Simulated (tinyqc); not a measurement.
## Gate work function from the charge

Problem. For an undoped double gate, Q = 8 eps0 eps_r Vt beta tan(beta)/ts with 0 < beta < pi/2, and at the source (Vg - dphi)/(2 Vt) - ln[(2/ts) sqrt(2 eps0 eps_r Vt/(q ni))] = ln(beta) - ln(cos beta) + 2 r beta tan(beta), r = eps_r tox/(eox ts). Find beta and dphi.

Parameters, values chosen for the exercise; material values close to those of In0.53Ga0.47As:

| symbol | value | unit | meaning |
|---|---|---|---|
| T | 300 | K | temperature |
| eps_r | 13.9 |  | relative permittivity of the semiconductor |
| eox | 26.2 |  | relative permittivity of the gate insulator |
| tox | 3.6 | nm | insulator thickness |
| ts | 6 | nm | body thickness |
| Vg | 0.41 | V | gate voltage |

Constants: q = 1.602176634e-19 C, kB = 1.380649e-23 J/K, Vt = kB T/q, eps0 = 8.8541878128e-14 F/cm where lengths are in cm. Results are converted to the units shown.

Qs = 9.9641178 nC/cm^2
ni = 6.7230028e11 cm^-3

Answer. beta tan(beta) rises from 0 without bound on the interval, so the charge fixes beta; the second relation is then explicit in dphi. At this charge the surface density passes 0.3 Nc, so the classical Boltzmann model is only formal.

beta = 0.1527
dphi = 0.1000 V

Computed by the program tinyqc: `OMP_NUM_THREADS=1 python tinyqc.py 2440080 2440081 out.jsonl`, one thread of a shared Intel Xeon 2.30GHz, about 0.01 s for the whole run.
